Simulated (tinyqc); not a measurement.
Scattering rates of a carrier in a spherical band by Fermi's golden rule: one step, computed by the program tinyqc.

All processes here are isotropic or elastic, and the rate listed is the momentum relaxation rate.

Question. The band at energy E. Kane band: hbar^2 k^2/(2 m) = E (1 + alpha E), speed v = hbar k/(m (1 + 2 alpha E)), states per spin, volume and energy g(E) = m k (1 + 2 alpha E)/(2 pi^2 hbar^2); overlap factors are set to 1. Masses are multiplied by m_0 and all formulas are in SI units.

Inputs (values chosen for the exercise, modelled on electrons in diamond): density-of-states mass of one valley m = 0.495 m_0; non-parabolicity alpha = 0.2 1/eV; carrier energy E = 57 meV.

Crystal: non-polar. Band: Kane. Impurity formula: Brooks-Herring. Further scattering: neutral impurities.

Constants: m_0 = 9.1093837015e-31 kg; e = 1.602176634e-19 C; hbar = 1.054571817e-34 J s.

Give: wave number k; speed v; g(E).

Answer.

wave number k = 0.8654 1/nm

speed v = 1.979e+05 m/s

g(E) = 2.913e+20 1/(eV cm^3)

Non-parabolicity raises g(E) by a factor 1.029 and changes the speed by a factor 0.983 against a parabolic band at the same E.
